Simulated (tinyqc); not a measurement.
Three descriptions against temperature: one anharmonic mode: perturbation theory, self-consistent phonons and exact levels. Computed by tinyqc, a small Python program. Command: `OMP_NUM_THREADS=1 python tinyqc.py 3021844 3021845 out.jsonl scp walk`. One thread of a shared host (Intel(R) Xeon(R) Processor @ 2.30GHz), about 0.04 s of CPU time with the checks.

V(x) = k x^2/2 + b x^4 for one coordinate x of mass M. A constant K > 0 gives hbar Omega = sqrt((hbar^2/u) K/M) with K in eV/angstrom^2 and M in u.

Inputs (values chosen for the exercise, for a model mode): mode mass M = 118 u; harmonic constant k = 1.74 eV/angstrom^2; quartic constant b = 51.5 eV/angstrom^4.

Shape: single well.

Constants: hbar^2/u = 4.18015928e-03 eV angstrom^2; k_B = 8.617333262e-05 eV/K.

Method:
- Self-consistent phonon, centred at x = 0: K = k + 12 b <x^2>, <x^2> = (hbar Omega/(2K)) coth(hbar Omega/(2 k_B T)).
- Its free energy is F = k_B T ln[2 sinh(hbar Omega/(2 k_B T))] + (k - K)<x^2>/2 + 3 b <x^2>^2, an upper bound to the exact one.
- Basis: oscillator states n of the constant |k|, with x = s (a + a+), s^2 = hbar Omega/(2|k|); H = hbar Omega (n + 1/2) + (k - |k|) x^2/2 + b x^4, with exact matrix elements of x^2 and x^4.
- Exact values use 120 basis states: F = -k_B T ln sum exp(-E_n/(k_B T)), and <x^2> is the Boltzmann mean.
- The classical <x^2> is int x^2 exp(-V/(k_B T)) dx / int exp(-V/(k_B T)) dx (2001 points over six exact widths each way).

Results:

| T (K) | hbar Omega, self-consistent (meV) | <x^2>, self-consistent | <x^2>, exact | F, self-consistent (meV) | F, exact (meV) | <x^2>, classical |
|---|---|---|---|---|---|---|
| 4.6 | 10.017 | 0.0017682 | 0.0017856 | 4.5257 | 4.5129 | 2.1242e-04 |
| 11 | 10.018 | 0.0017682 | 0.0017857 | 4.5257 | 4.5129 | 4.7143e-04 |
| 23 | 10.038 | 0.0017870 | 0.0018065 | 4.5131 | 4.4995 | 8.8810e-04 |
| 41 | 10.204 | 0.0019405 | 0.0019755 | 4.3178 | 4.2966 | 0.0014138 |
| 73 | 10.685 | 0.0023999 | 0.0024854 | 3.1820 | 3.1274 | 0.0021856 |
| 130 | 11.522 | 0.0032483 | 0.0034393 | -0.82584 | -0.97560 | 0.0032890 |
| 220 | 12.572 | 0.0044038 | 0.0047527 | -10.438 | -10.783 | 0.0046742 |
| 360 | 13.792 | 0.0058726 | 0.0064362 | -30.222 | -30.923 | 0.0063936 |

What follows from these numbers?

The self-consistent quantum hardens from 10.02 to 13.79 meV, since a wider spread samples the steep quartic walls. Its <x^2> misses by -1.0 % at the lowest T and -8.8 % at the highest; the excess in F runs from 0.013 to 0.702 meV. The classical value is 0.12 of the exact one at the lowest T and 0.993 at the highest.

Extremes, crossings and ranges named in words are read from the listed rows.
